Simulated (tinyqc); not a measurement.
Worked calculation: Pariser-Parr-Pople SCF with singles CI, for the molecule C=CC=CC=CC=C (SMILES; centres numbered as the heavy atoms are written). Computed by tinyqc, a small Python program that keeps every step. Settings: charge = 0, gamma = MN, start = core, damping = 0, iteration cap = 89, excitations kept = 6. Command: `OMP_NUM_THREADS=1 python tinyqc.py 28202 28203 out.jsonl` (the two numbers bound the seeds that draw the settings). One thread of a shared host (Intel(R) Xeon(R) Processor @ 2.60GHz), about 0.03 s of CPU time with the checks. Later iterations appear only in the table of the cycle.

## PPP integrals

Centres (angstrom, eV; a flat drawing with bonds scaled to 1.40 angstrom):

| centre | x | y | core charge z | W | gamma_rr |
|---|---|---|---|---|---|
| 1C | -4.2520 | -0.2310 | 1 | 11.1600 | 11.1300 |
| 2C | -3.0200 | 0.4340 | 1 | 11.1600 | 11.1300 |
| 3C | -1.8280 | -0.2990 | 1 | 11.1600 | 11.1300 |
| 4C | -0.5960 | 0.3670 | 1 | 11.1600 | 11.1300 |
| 5C | 0.5960 | -0.3670 | 1 | 11.1600 | 11.1300 |
| 6C | 1.8280 | 0.2990 | 1 | 11.1600 | 11.1300 |
| 7C | 3.0200 | -0.4340 | 1 | 11.1600 | 11.1300 |
| 8C | 4.2520 | 0.2310 | 1 | 11.1600 | 11.1300 |

Resonance integrals (eV):

| i | j | beta |
|---|---|---|
| 1 | 2 | -2.3900 |
| 2 | 3 | -2.3900 |
| 3 | 4 | -2.3900 |
| 4 | 5 | -2.3900 |
| 5 | 6 | -2.3900 |
| 6 | 7 | -2.3900 |
| 7 | 8 | -2.3900 |

Mataga-Nishimoto: gamma = 14.399645/(R + a), a = 2 x 14.399645/(gamma_rr + gamma_ss); H_rr = -W_r - sum_(s != r) z_s gamma_rs; H_rs = beta for bonds.

repulsion gamma_rs (eV), lower triangle:
```
         1C       2C       3C       4C       5C       6C       7C       8C
1C  11.1300
2C   5.3455  11.1300
3C   3.8722   5.3468  11.1300
4C   2.8809   3.8722   5.3446  11.1300
5C   2.3438   2.8814   3.8722   5.3458  11.1300
6C   1.9467   2.3438   2.8809   3.8722   5.3446  11.1300
7C   1.6805   1.9470   2.3438   2.8814   3.8722   5.3468  11.1300
8C   1.4678   1.6805   1.9467   2.3438   2.8809   3.8722   5.3455  11.1300
```

core matrix H (eV), lower triangle:
```
          1C        2C        3C        4C        5C        6C        7C        8C
1C  -30.6975
2C   -2.3900  -34.5773
3C    0.0000   -2.3900  -36.7673
4C    0.0000    0.0000   -2.3900  -37.7009
5C    0.0000    0.0000    0.0000   -2.3900  -37.7009
6C    0.0000    0.0000    0.0000    0.0000   -2.3900  -36.7673
7C    0.0000    0.0000    0.0000    0.0000    0.0000   -2.3900  -34.5773
8C    0.0000    0.0000    0.0000    0.0000    0.0000    0.0000   -2.3900  -30.6975
```

## Starting guess

pi electrons, sum of z_r less the charge = 8

Orbitals of the core matrix H.

P at the start, lower triangle:
```
         1C       2C       3C       4C       5C      6C      7C      8C
1C   0.1805
2C   0.4345   1.1017
3C   0.2160   0.7411   1.1606
4C  -0.2419  -0.4042   0.5466   1.5572
5C   0.0886   0.0919  -0.2212   0.3221   1.5572
6C   0.0742   0.1515  -0.0462  -0.2212   0.5466  1.1606
7C  -0.1255  -0.2027   0.1515   0.0919  -0.4042  0.7411  1.1017
8C  -0.0731  -0.1255   0.0742   0.0886  -0.2419  0.2160  0.4345  0.1805
```

## Iteration 1: Fock matrix

F_rr = H_rr + P_rr gamma_rr / 2 + sum_(s != r) P_ss gamma_rs; F_rs = H_rs - P_rs gamma_rs / 2; E = tr P (H + F) / 2 + core repulsion sum_(r<s) z_r z_s gamma_rs.

F (eV), lower triangle:
```
         1C       2C       3C       4C       5C       6C       7C       8C
1C  -6.7981
2C  -3.5512  -5.5905
3C  -0.4182  -4.3713  -3.0895
4C   0.3484   0.7826  -3.8506  -1.6301
5C  -0.1038  -0.1323   0.4283  -3.2509  -1.6301
6C  -0.0722  -0.1776   0.0666   0.4283  -3.8506  -3.0895
7C   0.1055   0.1973  -0.1776  -0.1323   0.7826  -4.3713  -5.5905
8C   0.0537   0.1055  -0.0722  -0.1038   0.3484  -0.4182  -3.5512  -6.7981
```

pi energy = -88.5972 eV

## Iteration 1: orbitals and new P

Diagonalise F (the basis is taken as orthonormal) and form P = 2 sum c c over the lowest orbitals.

orbital energies (eV): -11.3327  -11.2678  -7.2235  -6.0998  -3.7070  -1.7585  2.1569  5.0161

P after iteration 1, lower triangle:
```
         1C       2C       3C       4C       5C       6C      7C      8C
1C   1.3141
2C   0.7415   0.9458
3C  -0.1414   0.6407   1.0217
4C  -0.4854   0.1408   0.6869   0.7184
5C  -0.0705  -0.0434   0.1282   0.4125   0.7184
6C   0.2081  -0.0857  -0.1734   0.1282   0.6869   1.0217
7C   0.0796  -0.0359  -0.0857  -0.0434   0.1408   0.6407  0.9458
8C  -0.2032   0.0796   0.2081  -0.0705  -0.4854  -0.1414  0.7415  1.3141
```

## Iteration 2: Fock matrix

As before.

F (eV), lower triangle:
```
         1C       2C       3C       4C       5C       6C       7C       8C
1C  -5.1118
2C  -4.3719  -5.5302
3C   0.2737  -4.1029  -6.5962
4C   0.6992  -0.2726  -4.2257  -7.1924
5C   0.0826   0.0625  -0.2482  -3.4925  -7.1924
6C  -0.2026   0.1004   0.2497  -0.2482  -4.2257  -6.5962
7C  -0.0669   0.0350   0.1004   0.0625  -0.2726  -4.1029  -5.5302
8C   0.1491  -0.0669  -0.2026   0.0826   0.6992   0.2737  -4.3719  -5.1118
```

pi energy = -97.4083 eV

## Iteration 2: orbitals and new P

As before.

orbital energies (eV): -14.2380  -12.3701  -10.2624  -8.2316  -3.6812  -1.7290  0.6923  0.9587

P after iteration 2, lower triangle:
```
         1C       2C       3C       4C       5C      6C      7C      8C
1C   0.9355
2C   0.8505   1.0289
3C   0.0232   0.5183   0.9861
4C  -0.4280  -0.0260   0.7756   1.0495
5C   0.0093  -0.0755  -0.0263   0.4534   1.0495
6C   0.2280   0.0218  -0.2755  -0.0263   0.7756  0.9861
7C  -0.0161   0.0131   0.0218  -0.0755  -0.0260  0.5183  1.0289
8C  -0.1911  -0.0161   0.2280   0.0093  -0.4280  0.0232  0.8505  0.9355
```

## Convergence

Stop when output and input P, before any damping, agree to 1e-7.

Course of the cycle:

| iteration | E (eV) | largest \|P(out) - P(in)\| |
|---|---|---|
| 1 | -88.597150 | 1.13e+00 |
| 2 | -97.408279 | 3.79e-01 |
| 3 | -99.530374 | 7.14e-02 |
| 4 | -99.719962 | 2.72e-02 |
| 5 | -99.746273 | 1.22e-02 |
| 6 | -99.751471 | 5.48e-03 |
| 7 | -99.752572 | 2.49e-03 |
| 8 | -99.752814 | 1.14e-03 |
| 9 | -99.752869 | 5.30e-04 |
| 10 | -99.752881 | 2.59e-04 |
| 11 | -99.752884 | 1.32e-04 |
| 12 | -99.752885 | 6.66e-05 |
| 13 | -99.752885 | 3.33e-05 |
| 14 | -99.752885 | 1.65e-05 |
| 15 | -99.752885 | 8.19e-06 |
| 16 | -99.752885 | 4.04e-06 |
| 17 | -99.752885 | 1.99e-06 |
| 18 | -99.752885 | 9.77e-07 |
| 19 | -99.752885 | 4.79e-07 |
| 20 | -99.752885 | 2.35e-07 |
| 21 | -99.752885 | 1.15e-07 |
| 22 | -99.752885 | 5.63e-08 |

Converged in 22 iterations.

## Converged orbitals

Charges are z - P_rr.

orbital energies (eV): -12.9842  -11.9963  -10.4189  -8.3985  -2.7915  -0.7711  0.8063  1.7942

coefficients:
```
       MO1      MO2      MO3      MO4      MO5      MO6      MO7      MO8
1C  0.1741   0.3269   0.4330  -0.4187  -0.4187   0.4330  -0.3269  -0.1741
2C  0.3009   0.4601   0.4047  -0.1843   0.1843  -0.4047   0.4601   0.3009
3C  0.4082   0.3908  -0.0513   0.4219   0.4219  -0.0513  -0.3908  -0.4082
4C  0.4610   0.1692  -0.3822   0.3358  -0.3358   0.3822   0.1692   0.4610
5C  0.4610  -0.1692  -0.3822  -0.3358  -0.3358  -0.3822   0.1692  -0.4610
6C  0.4082  -0.3908  -0.0513  -0.4219   0.4219   0.0513  -0.3908   0.4082
7C  0.3009  -0.4601   0.4047   0.1843   0.1843   0.4047   0.4601  -0.3009
8C  0.1741  -0.3269   0.4330   0.4187  -0.4187  -0.4330  -0.3269   0.1741
```

pi charges: 1C 0.0000, 2C 0.0000, 3C 0.0000, 4C 0.0000, 5C 0.0000, 6C 0.0000, 7C 0.0000, 8C 0.0000

## Singles CI, singlets

Over the 6 single excitations with the smallest orbital gaps: A = (e_a - e_i) delta + 2 (ia|jb) - (ij|ab), with (pq|rs) = sum c_mp c_mq gamma_mn c_nr c_ns. f = 2/3 w |mu|^2 in atomic units, mu = sqrt2 sum c_ia sum_m c_mi c_ma R_m.

singlet CI matrix (eV), lower triangle:
```
         4>5     4>6     3>5      4>7     2>5     3>6
4>5   3.5990
4>6   0.0000  5.1941
3>5   0.0000  0.4347  5.1941
4>7   0.0241  0.0000  0.0000   6.4788
2>5  -0.0241  0.0000  0.0000  -0.5410  6.4788
3>6  -0.1836  0.0000  0.0000  -0.0636  0.0636  7.2387
```

singlet excitation energies (eV): 3.5895  4.7594  5.6288  5.9378  6.9879  7.2801

oscillator strengths: 2.1434  0.0000  0.0000  0.0000  0.1141  0.2115

## Singles CI, triplets

Over the 6 single excitations with the smallest orbital gaps: A = (e_a - e_i) delta - (ij|ab), with (pq|rs) = sum c_mp c_mq gamma_mn c_nr c_ns.

triplet CI matrix (eV), lower triangle:
```
         4>5      4>6     3>5      4>7     2>5     3>6
4>5   1.1600
4>6   0.0000   3.4716
3>5   0.0000  -1.2878  3.4716
4>7   0.3548   0.0000  0.0000   4.9860
2>5  -0.3548   0.0000  0.0000   0.9518  4.9860
3>6  -1.2878   0.0000  0.0000  -1.0188  1.0188  5.2363
```

triplet excitation energies (eV): 0.7848  2.1838  3.1088  4.7594  5.9378  6.5369
